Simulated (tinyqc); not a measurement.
# Absorption coefficient and reflectance from two thicknesses

Problem. With transparent contact layers the responsivity is (1 - Rf)(1 - exp(-al wi)) q lam/(h c). The second absorber is twice as thick as the first. Find al and Rf.

Values chosen for this exercise:
- lam = 1550 nm (wavelength)

Constants: q = 1.602176634e-19 C, h = 6.62607015e-34 J s, c = 299792458 m/s. Results are converted to the units shown.

responsivity for wi = 8.5 and 17 um (A/W): [0.87693992, 1.1261855]

Solution. The ratio of the responsivities is 1 + exp(-al w1), which gives al; either value then gives 1 - Rf.

al = 1480 1/cm
Rf = 0.02000

Numbers from tinyqc (`OMP_NUM_THREADS=1 python tinyqc.py 2250015 2250016 out.jsonl`; about 0.01 s on one thread of a shared Intel Xeon 2.30GHz).
